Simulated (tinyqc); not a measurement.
Trap density from one capacitance.

Problem. Traps spread evenly through the insulator exchange electrons with the semiconductor by tunnelling, with tau(x) = t0 exp(2 ka x) at depth x from the interface. The admittance per area Y seen at depth x obeys dY/dx = -Y^2/(i w eps0 eox) + q Nb ln(1 + i w tau)/tau, with Y(0) = i w Cs and w = 2 pi f; the gate sees Y(tox) = G + i w C. Working variable y = Y/(i w), in uF/cm^2. Cox = eps0 eox/tox. Find Nb and G/w.

Inputs (values chosen for the exercise): relative permittivity of the insulator eox = 8.53; insulator thickness tox = 7.5 nm; semiconductor capacitance in accumulation Cs = 2.9 uF/cm^2; decay constant of the wave function in the insulator ka = 4.5 1/nm; time constant of a trap at the interface t0 = 5e-9 s; frequency f = 10000 Hz.

Constants: q = 1.602176634e-19 C, eps0 = 8.8541878128e-14 F/cm where lengths are in cm. Results are converted to the units shown.

C = 0.84569925 uF/cm^2

Solution. C rises steadily with Nb, so one density matches; in practice ka and t0 must come from the frequency dependence.

Nb = 8.500e19 cm^-3 eV^-1
G/w = 0.01799 uF/cm^2

Program tinyqc, `OMP_NUM_THREADS=1 python tinyqc.py 2202148 2202149 out.jsonl`; Intel Xeon 2.30GHz, shared host, one thread, about 0.5 s.
